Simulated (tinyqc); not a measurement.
Inputs raised by 2 %, one at a time: the 3-omega method: a line heater on a substrate with a thin film. Computed by tinyqc, a small Python program. Command: `OMP_NUM_THREADS=1 python tinyqc.py 3002074 3002075 out.jsonl threeomega sens`. One thread of a shared host (Intel(R) Xeon(R) Processor @ 2.30GHz), about 0.02 s of CPU time with the checks.

A current at angular frequency omega = 2 pi f heats the line at 2 omega with the amplitude P per length; the temperature swing Delta T at 2 omega gives a voltage at 3 omega. The substrate is taken as semi-infinite and isotropic, and the heat capacity of heater and film is left out.

Inputs (values chosen for the exercise, modelled on polycrystalline aluminium nitride on germanium):
```
quantity                                    value           unit
substrate conductivity kappa                 58.4        W/(m K)
substrate heat capacity C                    1.76  1e6 J/(m^3 K)
heater half-width b                           8.8     micrometre
power amplitude per length P                   23            W/m
current frequency f                           310             Hz
film thickness t                              250             nm
film conductivity kappa_f                      30        W/(m K)
interface resistance R_i                       23       m^2 K/GW
substrate thickness d_s                       525     micrometre
temperature coefficient of resistance beta    3.1         1e-3/K
voltage amplitude V_1                         2.3              V
```

Method:
- D = kappa/C; q = sqrt(2 i omega/D); penetration depth 1/|q| = sqrt(D/(2 omega)).
- Delta T_s = (P/(pi kappa)) int_0^infinity (sin x/x)^2 / sqrt(x^2 + (q b)^2) dx with (q b)^2 = i |q b|^2, averaged over the heater width (12 Gauss-Legendre points on each of the pieces 0, 14 log-spaced edges from 1e-5 to 1, and multiples of pi to 40 pi; the tail adds 1/(4 (40 pi)^2)).
- For |q| b much below 1: Delta T_s = (P/(pi kappa)) [-ln(|q| b) + eta - i pi/4], eta = 3/2 - C_E = 0.92278, with Euler's C_E = 0.5772157.
- One-dimensional flow across the film: Delta T_f = P (t/kappa_f + R_i)/(2 b); total in-phase swing Delta T = Delta T_s + Delta T_f; third-harmonic amplitude V_3 = V_1 beta |Delta T|/2 with the out-of-phase part included; the apparent film conductivity is t/(t/kappa_f + R_i).

Runs; columns: (1) input moved; (2) from; (3) to; (4) in-phase Delta T_s (K); (5) Delta T_f (K); (6) apparent film conductivity (W/(m K)); (7) out-of-phase Delta T_s (K):
```
(1)                                         (2)     (3)      (4)       (5)     (6)        (7)
base run                                      -       -  0.41046  0.040947  7.9787  -0.097821
substrate conductivity kappa (W/(m K))     58.4  59.568  0.40362  0.040947  7.9787  -0.095914
substrate heat capacity C (1e6 J/(m^3 K))  1.76  1.7952  0.40922  0.040947  7.9787  -0.097810
heater half-width b (micrometre)            8.8   8.976  0.40798  0.040144  7.9787  -0.097799
power amplitude per length P (W/m)           23   23.46  0.41867  0.041766  7.9787  -0.099778
current frequency f (Hz)                    310   316.2  0.40922  0.040947  7.9787  -0.097810
film conductivity kappa_f (W/(m K))          30    30.6  0.41046  0.040733  8.0205  -0.097821
interface resistance R_i (m^2 K/GW)          23   23.46  0.41046  0.041548  7.8633  -0.097821
```

Exponents ln(y'/y) / ln(x'/x):
```
input                         in-phase Delta T_s  Delta T_f  apparent film conductivity  out-of-phase Delta T_s
substrate conductivity kappa              -0.848      0.000                       0.000                  -0.994
substrate heat capacity C                 -0.153      0.000                       0.000                  -0.006
heater half-width b                       -0.306     -1.000                       0.000                  -0.011
power amplitude per length P               1.000      1.000                       0.000                   1.000
current frequency f                       -0.153      0.000                       0.000                  -0.006
film conductivity kappa_f                  0.000     -0.264                       0.264                   0.000
interface resistance R_i                   0.000      0.736                      -0.736                   0.000
```

To which inputs is each result most sensitive?

Among the inputs moved here: in-phase Delta T_s answers most in size to power amplitude per length P (exponent +1.000), next to substrate conductivity kappa (-0.848); its exponent is below 0.0005 for film conductivity kappa_f, interface resistance R_i. Delta T_f answers most in size to power amplitude per length P (exponent +1.000), and about equally to heater half-width b (-1.000); its exponent is below 0.0005 for substrate conductivity kappa, substrate heat capacity C, current frequency f. Its exponent -1.000 in heater half-width b: the flux is P/(2b). Apparent film conductivity answers most in size to interface resistance R_i (exponent -0.736), next to film conductivity kappa_f (+0.264); its exponent is below 0.0005 for substrate conductivity kappa, substrate heat capacity C, heater half-width b, power amplitude per length P, current frequency f. Out-of-phase Delta T_s answers most in size to power amplitude per length P (exponent +1.000), and about equally to substrate conductivity kappa (-0.994); its exponent is below 0.0005 for film conductivity kappa_f, interface resistance R_i. Its exponent -0.994 in substrate conductivity kappa: the narrow-line value -P/(4 kappa). Its exponent -0.006 in current frequency f: the narrow-line value does not depend on f.

Caution (all rows): the film does not conduct much worse than the substrate, so heat spreads in it and the one-dimensional step is only approximate, and wrong once kappa_f nears or exceeds kappa.
